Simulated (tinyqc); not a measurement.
From current density J back to mobility mu: current of a Schottky diode by thermionic-emission-diffusion theory, and its read-back from I-V-T and C-V data. Computed by tinyqc, a small Python program. Command: `OMP_NUM_THREADS=1 python tinyqc.py 3031608 3031609 out.jsonl schottky inv`. One thread of a shared host (Intel(R) Xeon(R) Processor @ 2.30GHz), about 0.01 s of CPU time with the checks.

Full ionisation, no tunnelling, no recombination current. V is the voltage across the junction itself, forward positive.

Inputs (values chosen for the exercise, modelled on n-type Ga2O3):
```
quantity                                     value           unit
Richardson constant A*                        31.7   A/(cm^2 K^2)
effective density of states at 300 K, N_c  3.6e+18         1/cm^3
permittivity eps                              10.2              -
barrier without image force phi_0             1.22             eV
doping N                                   3.3e+15         1/cm^3
series resistance R_s                           17  milliohm cm^2
junction voltage V                            0.44              V
temperature T                                  300              K
```

Barrier: uniform.

Constants: k_B = 8.617333262e-05 eV/K; e = 1.602176634e-19 C; eps_0 = 8.8541878128e-12 F/m.

Method:
- N_c(T) = N_c (T/300 K)^(3/2); V_bi = phi_0 - (k_B T/e) ln(N_c(T)/N); surface field F = sqrt(2 e N (V_bi - V - k_B T/e)/(eps eps_0)); image lowering d_phi = sqrt(e F/(4 pi eps eps_0)); effective barrier phi = phi_0 - d_phi.
- Collection velocity v_R = A* T^2/(e N_c(T)); diffusion velocity v_D = mu F; J = e N_c(T) v_R/(1 + v_R/v_D) exp(-phi/k_B T) [exp(e V/k_B T) - 1].
- Terminal voltage V + J R_s.

Task: A run gave the result below. Find the mobility mu, known to lie between 84 and 190 cm^2/(V s).

current density J = 1.694246e-07 A/cm^2

Result:

Each step takes the trial c = (a f_b - b f_a)/(f_b - f_a), f being the result less the target and a, b, c the logarithms of the listed values; c replaces end b, the old b replaces a if the sign of f changed, and otherwise f_a is halved.

Scan of the range:
```
mobility mu (cm^2/(V s))  current density J (A/cm^2)
84.0                                     1.43962e-07
96.2                                     1.57865e-07
110.0                                    1.72232e-07
126.0                                    1.87324e-07
145.0                                    2.03378e-07
166.0                                    2.19133e-07
190.0                                    2.35012e-07
```

False position (Illinois rule, in the logarithm of the input) inside the bracket:
```
step    end a    end b    trial  current density J (A/cm^2)
1      96.200  110.000  107.156                 1.69380e-07
2     110.000  107.156  107.200                 1.69424e-07
3     110.000  107.200  107.200                 1.69425e-07
4     107.200  107.200  107.200                 1.69425e-07
```

Current density J rises at every point of a 13-point scan of the range (every second point is shown), so one value fits; it is bracketed by 96.2 and 110. Answer: mobility mu = 107.2 cm^2/(V s).
